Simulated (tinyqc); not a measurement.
Interface traps from C-V curves, high-low and Terman methods: one step of the calculation.

MOS capacitor on an n-type substrate; psi is the band bending, negative in depletion; only majority carriers are counted. At the bending psi the Fermi level lies y = xi - psi below the conduction edge at the surface, xi = Vt ln(Nc/Nd). Dit(y) = D0 + D1 exp(-y/E1); traps fill up to the Fermi level, follow the bias and a slow signal, and do not follow a fast one. V is the gate voltage from flat band.

Problem. The curves. Cox = 3.9 eps0/EOT, LD = sqrt(eps0 eps_r Vt/(q Nd)), u = psi/Vt, Cd = (eps0 eps_r/(sqrt(2) LD)) |exp(u) - 1|/sqrt(exp(u) - u - 1). Ideal V0 = psi - sqrt(2) (eps0 eps_r Vt/LD) sqrt(exp(u) - u - 1)/Cox for psi < 0; the traps add dV = (q/Cox) times the integral of Dit from 0 to psi = (q/Cox) [D0 psi + D1 E1 exp(-xi/E1) (exp(psi/E1) - 1)]. 1/C_HF = 1/Cox + 1/Cd, 1/C_LF = 1/Cox + 1/(Cd + q Dit). Take n equally spaced psi from pa to pb.

Parameters, values chosen for the exercise; band and dielectric values close to those of silicon:
- T = 300 K (temperature)
- eps_r = 11.5 (relative permittivity)
- Nc = 2.82e19 cm^-3 (conduction-band density of states at T)
- Nd = 3.9e17 cm^-3 (donor density)
- EOT = 2.8 nm (equivalent oxide thickness)
- D0 = 2.4e11 cm^-2 eV^-1 (trap density far from the band edge)
- D1 = 8.5e12 cm^-2 eV^-1 (band-tail density at the conduction edge)
- E1 = 0.08 eV (decay energy of the tail)
- n = 10 (points)
- pa = -0.68 V (deepest band bending)
- pb = -0.039 V (shallowest band bending)

Constants: q = 1.602176634e-19 C, kB = 1.380649e-23 J/K, Vt = kB T/q, eps0 = 8.8541878128e-14 F/cm where lengths are in cm. Results are converted to the units shown.

Find: psi; y; Dit; V0; V; C_HF; C_LF; Cox.

Solution.

psi, point 0 to 9 (V): [-0.6800, -0.6088, -0.5376, -0.4663, -0.3951, -0.3239, -0.2527, -0.1814, -0.1102, -0.0390]
y, point 0 to 9 (eV): [0.7907, 0.7194, 0.6482, 0.5770, 0.5058, 0.4346, 0.3633, 0.2921, 0.2209, 0.1497]
Dit, point 0 to 9 (cm^-2 eV^-1): [2.404e11, 2.411e11, 2.426e11, 2.463e11, 2.553e11, 2.772e11, 3.306e11, 4.606e11, 7.774e11, 1.549e12]
V0, point 0 to 9 (V): [-0.9139, -0.8296, -0.7445, -0.6583, -0.5709, -0.4818, -0.3904, -0.2955, -0.1944, -0.0787]
V, point 0 to 9 (V): [-0.9573, -0.8707, -0.7833, -0.6949, -0.6052, -0.5137, -0.4195, -0.3211, -0.2144, -0.0885]
C_HF, point 0 to 9 (nF/cm^2): [187.1, 196.4, 207.4, 220.7, 237.1, 258.3, 287.3, 330.6, 405.5, 555.6]
C_LF, point 0 to 9 (nF/cm^2): [214.1, 223.0, 233.6, 246.6, 263.1, 285.3, 317.4, 368.5, 458.0, 623.1]
Cox = 1233 nF/cm^2

At the deepest bending the traps stretch the gate voltage from -0.914 to -0.957 V.

Range of the model: Traps more than about 25 kB T below the conduction edge emit electrons too slowly to follow an ordinary sweep, so the deepest points are idealised.

tinyqc, about 0.01 s, one thread, Intel Xeon 2.30GHz (shared host): `OMP_NUM_THREADS=1 python tinyqc.py 2030068 2030069 out.jsonl`
